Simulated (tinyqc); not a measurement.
Admittance spectroscopy of a deep trap: two steps of the calculation.

Schottky contact on an n-type layer with shallow donors Nd (all ionised) and a donor-like deep trap, neutral when filled and positive when empty; depletion approximation. Traps within lam of the depletion edge stay filled. The traps at xt = W - lam, where the level crosses the Fermi level, follow a slow signal and not a fast one. w = 2 pi f.

Parameters, values chosen for the exercise; material values close to those of 4H silicon carbide:

| symbol | value | unit | meaning |
|---|---|---|---|
| eps_r | 9.52 |  | relative permittivity |
| Nc | 1.73e19 | cm^-3 | conduction-band density of states at 300 K |
| vth | 1.9e7 | cm/s | thermal velocity at 300 K |
| Nd | 2.5e16 | cm^-3 | shallow donor density |
| Vbi | 1.46 | V | built-in voltage |
| Et | 0.56 | eV | depth of the trap below the conduction edge |
| sn | 5.2e-16 | cm^2 | capture cross-section |
| Nt | 2.1e15 | cm^-3 | trap density |
| Vr | 1.8 | V | reverse bias |
| f | 7100 | Hz | signal frequency |
| T | 376 | K | temperature |

Constants: q = 1.602176634e-19 C, kB = 1.380649e-23 J/K, eps0 = 8.8541878128e-14 F/cm where lengths are in cm. Results are converted to the units shown.

Question 1. Widths and limiting capacitances. lam = sqrt(2 eps0 eps_r (EF - ET)/(q Nd)), EF - ET = Et - (kB T/q) ln(Nc(T)/Nd), Nc(T) = Nc (T/300 K)^1.5. In the steady state at the band bending V, 2 eps0 eps_r V/q = Nd W^2 + Nt (W - lam)^2 (the second term only if W > lam). V = Vbi + Vr. C_HF = eps0 eps_r/W, C_LF = eps0 eps_r (Nd + Nt)/(Nd W + Nt xt).

Find: lam; W; xt; C_HF; C_LF.

Answer 1.

lam = 119.1 nm
W = 363.6 nm
xt = 244.5 nm
C_HF = 23.18 nF/cm^2
C_LF = 23.79 nF/cm^2

The step is 2.60 % of C_HF.

Question 2. Admittance at the signal frequency. Emission rate en = sn vth(T) Nc(T) exp(-Et/kB T) = sn g T^2 exp(-Et/kB T), g = vth Nc/(300 K)^2, as vth goes as T^0.5 and Nc as T^1.5 (degeneracy factor 1). Inflection frequency w0 = 2 en [1 + Nt xt/(Nd W)]; C = C_HF + (C_LF - C_HF)/(1 + (w/w0)^2), G/w = (C_LF - C_HF)(w/w0)/(1 + (w/w0)^2).

W = 363.57840 nm
xt = 244.45841 nm
C_HF = 23.183959 nF/cm^2
C_LF = 23.787898 nF/cm^2

Wanted: en; w0/(2 pi); C; G/w.

Answer 2.

en = 8373.0 1/s
w0/(2 pi) = 2815.8 Hz
C = 23.266 nF/cm^2
G/w = 0.20696 nF/cm^2

The signal is faster than the trap, which mostly does not follow it.

Numbers from tinyqc (`OMP_NUM_THREADS=1 python tinyqc.py 2050085 2050086 out.jsonl`; about 0.01 s on one thread of a shared Intel Xeon 2.30GHz).
